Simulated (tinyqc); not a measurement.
Inside a calculation. Method: Hubbard chain of 2 sites. Computed by tinyqc, a small Python program that keeps every step. Settings: hopping = 1.83, U = 4.9, mixing = 0.2, iteration cap = 86. Command: `OMP_NUM_THREADS=1 python tinyqc.py 21579 21580 out.jsonl` (the two numbers bound the seeds that draw the settings). One thread of a shared host (Intel(R) Xeon(R) Processor @ 2.60GHz), about 0.3 s of CPU time with the checks. Later iterations appear only in the table of the cycle.

## Mean-field iteration 1

one-body matrix (hopping and site energies) (eV):
```
,1,2
1,0.000000,-1.830000
2,-1.830000,0.000000
```

U = 4.900000 eV

electrons, up and down: 1  1

mixing = 0.200000

n(up) at the start (a guess, not normalised): 1 0.800000, 2 0.200000

n(down) at the start (a guess): 1 0.200000, 2 0.800000

H(up) = T + U n(down), H(down) = T + U n(up); fill the lowest levels; n(new) = n + mixing (n(out) - n); E = tr T (rho up + rho down) + U sum n_up n_down of the output.

levels, up (eV): 0.102704  4.797296

levels, down (eV): 0.102704  4.797296

energy = -1.364281 eV

n(up) after iteration 1: 1 0.802625, 2 0.197375

n(down) after iteration 1: 1 0.197375, 2 0.802625

## Mean-field iteration 2

As before.

levels, up (eV): 0.094626  4.805374

levels, down (eV): 0.094626  4.805374

energy = -1.364692 eV

n(up) after iteration 2: 1 0.805057, 2 0.194943

n(down) after iteration 2: 1 0.194943, 2 0.805057

## Mean-field iteration 3

As before.

levels, up (eV): 0.087107  4.812893

levels, down (eV): 0.087107  4.812893

energy = -1.365040 eV

n(up) after iteration 3: 1 0.807306, 2 0.192694

n(down) after iteration 3: 1 0.192694, 2 0.807306

## Convergence

Each step fills the lowest levels of T + U n(other spin) and sets n(new) = n + mixing (n(out) - n); stop when output and input agree to 1e-8.

Course of the cycle:
```
iteration,E (eV),largest |n(out) - n(in)|,mean |n_up - n_down|
1,-1.36428115,1.31e-02,0.626252
2,-1.36469178,1.22e-02,0.629566
3,-1.36504034,1.12e-02,0.632605
4,-1.36533566,1.04e-02,0.635391
5,-1.36558542,9.59e-03,0.637942
6,-1.36579633,8.84e-03,0.640278
7,-1.36597416,8.14e-03,0.642415
8,-1.36612391,7.49e-03,0.644371
9,-1.36624986,6.89e-03,0.646159
10,-1.36635568,6.33e-03,0.647793
11,-1.36644450,5.81e-03,0.649287
...,...,...,...
76,-1.36689796,1.52e-05,0.664854
77,-1.36689796,1.39e-05,0.664858
78,-1.36689796,1.27e-05,0.664861
79,-1.36689796,1.15e-05,0.664864
80,-1.36689796,1.05e-05,0.664866
81,-1.36689796,9.59e-06,0.664869
82,-1.36689796,8.74e-06,0.664871
83,-1.36689796,7.97e-06,0.664873
84,-1.36689796,7.26e-06,0.664874
85,-1.36689796,6.62e-06,0.664876
86,-1.36689796,6.04e-06,0.664878
```

Not converged within 86 iterations: the residual falls steadily but slowly, by a factor of about 0.91 a step. The lowest mean-field energy found from random starts is -1.36690 eV. Reruns (cap 100 unless said): mixing 0.5: converged in 59 (E = -1.36690); mixing 0.9: converged in 30 (E = -1.36690); the original settings with a cap of 400: converged in 156 (E = -1.36690).

## The many-body Hamiltonian

Basis: all placements (u, d, 2, 0 on each site), up operators ordered before down ones; hops carry the sign of the same-spin electrons passed.

H (eV), lower triangle:
```
,20,ud,du,02
20,4.900000
ud,-1.830000,0.000000
du,-1.830000,0.000000,0.000000
02,0.000000,-1.830000,-1.830000,4.900000
```

## Exact diagonalisation (4 states)

Lowest levels of the sector, and the double occupancy of the lowest state.

lowest levels (eV): -1.954327  0.000000  4.900000  6.854327

double occupancy per site = 0.110932
